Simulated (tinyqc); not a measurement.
Choosing the offset: vacuum evaporation: vapour pressure, source flux, thickness distribution, purity and step coverage. Computed by tinyqc, a small Python program. Command: `OMP_NUM_THREADS=1 python tinyqc.py 3110781 3110782 out.jsonl evap walk`. One thread of a shared host (Intel(R) Xeon(R) Processor @ 2.30GHz), about 0.01 s of CPU time with the checks.

Molecular flow, unit sticking of the metal, no re-evaporation. The background gas is taken as water vapour (18.015 g/mol, collision diameter 0.37 nm) at 300 K.

Inputs (values chosen for the exercise, modelled on gallium, with constants for the liquid): directionality n = 1; source-to-wafer distance h = 55 cm; wafer radius R = 7.5 cm.

Method. Rotating wafer, source offset by s and facing upwards: thickness at radius r is the mean over the angle a of (1 + (r^2 + s^2 - 2 r s cos a)/h^2)^(-(n + 3)/2), by 360 equal steps; non-uniformity (max - min)/(max + min) over 21 radii from 0 to R. The curvature at the centre vanishes at s/h = sqrt(2/(n + 3)).

Against the offset:
```
s/h  centre thickness  edge over centre  non-uniformity (%)
0.0            1.0000            0.9638              1.8422
0.2            0.9246            0.9690              1.5727
0.4            0.7432            0.9813              0.9450
0.5            0.6400            0.9880              0.6050
0.6            0.5407            0.9941              0.2938
0.7            0.4504            0.9994              0.0295
0.8            0.3718            1.0036              0.1817
0.9            0.3052            1.0069              0.3416
1.1            0.2047            1.0107              0.5336
```

What follows from these numbers?

The best row, s/h = 0.7, has 0.029 % against 1.8 % on the axis, at the price of a rate lower by a factor 2.22; the small-wafer optimum is sqrt(2/(n + 3)) = 0.71.

Extremes, crossings and ranges named in words are read from the listed rows.
